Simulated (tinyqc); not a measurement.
Inside a calculation. Model: bandgap voltage reference from two bipolar transistors.

Numbers from tinyqc (`OMP_NUM_THREADS=1 python tinyqc.py 2062098 2062099 out.jsonl`; about 0.02 s on one thread of a shared Intel Xeon 2.30GHz). Printed values are rounded.

Two transistors of area 1 and N carry the same current I. Is(T) = Is (T/T0)^eta exp[(Vg0 q/kB)(1/T0 - 1/T)], VBE1 = Vt ln(I/Is(T)) + I rb, VBE2 = Vt ln(I/(N Is(T))) + I rb/N. The amplifier forces I R1(T) = VBE1 - VBE2 + Vos, with R(T) = R (1 + tc (T - T0)) for both resistors, and the output is Vref = VBE1 + I R2(T). Base currents and the Early effect are neglected.

Values chosen for this exercise; values of the order met in silicon bipolar transistors:
- T0 = 300 K (reference temperature)
- Vg0 = 1.144 V (band-gap voltage extrapolated to 0 K)
- eta = 4.2 (temperature exponent of the saturation current)
- Is = 1.3e-18 A (saturation current of the unit transistor at T0)
- N = 8 (area ratio of the second transistor)
- R1 = 8 kohm (resistor across which the difference of VBE falls, at T0)
- tc = 0 ppm/K (temperature coefficient of both resistors)
- Vos = 2.5 mV (offset of the amplifier)
- rb = 63 ohm (series resistance of the unit transistor)
- R2 = 68.32 kohm (output resistor at T0)
- T = 233 K (temperature)

Constants: q = 1.602176634e-19 C, kB = 1.380649e-23 J/K. Results are converted to the units shown.

## Operating point at the reference temperature

Vt = kB T/q; I = (Vt ln N + Vos)/(R1(T) - rb (1 - 1/N)). Evaluate at T = T0.

Vt = 0.0258520 V
I = 7.08101 uA
Is(T) = 1.3e-18 A
VBE1 = 0.758584 V
I R2 = 0.483774 V
Vref = 1.24236 V

## Operating point at another temperature

Vt = kB T/q; I = (Vt ln N + Vos)/(R1(T) - rb (1 - 1/N)).

Vt = 0.0200784 V
I = 5.56986 uA
Is(T) = 1.33851e-24 A
VBE1 = 0.861158 V
I R2 = 0.380533 V
Vref = 1.24169 V

From T0 to T, VBE1 changes by 103 mV and I R2 by -103 mV, which leaves -0.667 mV in Vref.

## Resistor for zero slope at T0, ideal case

With tc = 0, Vos = 0 and rb = 0 the current is proportional to T, dVBE/dT = (VBE - Vg0 - (eta - 1) Vt)/T, and Vref has zero slope at T0 when Vref = Vg0 + (eta - 1) Vt0. Find VBE1, its slope, that Vref, R2/R1 and the curvature d2Vref/dT2 = -(eta - 1) kB/(q T0).

VBE1 = 0.756784 V
dVBE/dT = -1.56648 mV/K
Vref = 1.22673 V
R2/R1 = 8.74186
curvature = -0.919182 uV/K^2
